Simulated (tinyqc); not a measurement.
# Thermal, flicker and telegraph noise of a field-effect transistor, step by step

A worked calculation. Computed by tinyqc, a small Python program that keeps every step. Command: `OMP_NUM_THREADS=1 python tinyqc.py 3002276 3002277 out.jsonl noise walk`. One thread of a shared host (Intel(R) Xeon(R) Processor @ 2.30GHz), about 0.01 s of CPU time with the checks. Intermediate numbers are printed to about 7 digits and carried at full precision; extremes and crossings named in words are read from the listed rows.

Strong inversion, threshold roll-off and channel-length modulation left out; noise sources are uncorrelated and are given as one-sided spectral densities.

Inputs (values chosen for the exercise, modelled on a silicon n-channel):
```
quantity                        value         unit
width W                          0.17   micrometre
length L                           38           nm
electrical oxide thickness t      2.2           nm
mobility mu                        95   cm^2/(V s)
saturation velocity v_s             1     1e7 cm/s
overdrive V_ov                   0.58            V
thermal noise factor gamma      0.667            -
oxide trap density N_t        1.7e+18  1/(eV cm^3)
oxide barrier phi                 3.1           eV
oxide mass m_ox                  0.44          m_0
frequency f                     70000           Hz
temperature T                     300            K
```

Operating region: saturation. Flicker model: number fluctuation.

Constants: eps_0 = 8.8541878128e-12 F/m; hbar = 1.054571817e-34 J s; m_0 = 9.1093837015e-31 kg; e = 1.602176634e-19 C; k_B = 8.617333262e-05 eV/K; k_B = 1.380649e-23 J/K.

## Operating point

C_ox = 3.9 eps_0/t; V_c = 2 v_s L/mu; I = W C_ox v_s V_ov^2/(V_ov + V_c); g_m = W C_ox v_s V_ov (V_ov + 2 V_c)/(V_ov + V_c)^2; g_d0 = mu C_ox (W/L) V_ov.

C_ox = 1.569606 microfarad/cm^2

drain current I = 65.04538 microampere

g_m = 177.1601 microsiemens

g_d0 = 386.9079 microsiemens

## Flicker noise

Tunnelling length lambda = hbar/(2 sqrt(2 m_ox phi)); flat-band noise S_Vfb = e^2 k_B T lambda N_t/(W L C_ox^2 f). S_I = g_m^2 S_Vfb.

tunnelling length lambda = 0.8356497 angstrom

S_Vfb = 8.462063e-13 V^2/Hz

flicker S_I = 2.655878e-20 A^2/Hz

flicker S_I/I^2 = 6.277332e-12 1/Hz

Caution: fewer than one trap per decade of time constant is active, so one device shows telegraph steps and the 1/f law is only a mean over many devices.

## Thermal noise and corner

Thermal: S_I = 4 k_B T gamma g_d0; input-referred S_V = S_I/g_m^2; corner f_c where flicker equals thermal. Total input noise from 1 Hz to f_c: sqrt(S_V,thermal [f_c ln(f_c/1 Hz) + f_c - 1 Hz]).

thermal S_I = 4.275609e-24 A^2/Hz

input-referred thermal noise = 11.67167 nV/sqrt(Hz)

corner frequency f_c = 4.348186e+08 Hz

input noise up to f_c = 1112.400 microvolt

full shot noise 2eI over thermal S_I = 4.874824

At f the noise is flicker dominated (f_c/f = 6210).

## How many traps?

Active traps per decade of time constant: N_dec = N_t k_B T W L lambda ln(10); a single trap at the interface shifts the threshold by e/(W L C_ox) and the current by g_m times that; tunnelling depth for frequency f, z = lambda ln(1/(2 pi f tau_0)), tau_0 = 1e-10 s.

traps per decade = 0.05462803

threshold step of one trap = 1.580110 mV

current step of one trap = 0.4303647 %

depth probed at f = 0.8383007 nm

With fewer than one trap per decade the spectrum is not a smooth 1/f but a few Lorentzians, seen in time as telegraph steps, and S_Vfb is only the mean over many devices.

## Telling the models apart

The formulas are those given above.

Against the overdrive:
```
V_ov (V)  I (microampere)  (g_m/I)^2 (1/V^2)  S_I/I^2 (1/Hz)  S_I/g_m^2 (V^2/Hz)
0.20              10.6733           81.00000    6.854271e-11        8.462063e-13
0.25              15.8829           49.66893    4.203017e-11        8.462063e-13
0.32              24.3962           28.69898    2.428526e-11        8.462063e-13
0.40              35.5777           17.36111    1.469108e-11        8.462063e-13
0.50              51.3140           10.43787    8.832592e-12        8.462063e-13
0.63              74.0602            6.12712    5.184810e-12        8.462063e-13
0.80             106.7332            3.51562    2.974944e-12        8.462063e-13
1.00             148.2406            2.08642    1.765542e-12        8.462063e-13
```

S_I/I^2 falls as V_ov^-2.19 at first and V_ov^-2.34 at the end; (g_m/I)^2 as V_ov^-2.19 and V_ov^-2.34. The two run parallel and the input-referred noise is flat: the mark of pure number fluctuation.

Checks made by the program: g_m against a numerical derivative of I (relative difference below 1e-10).
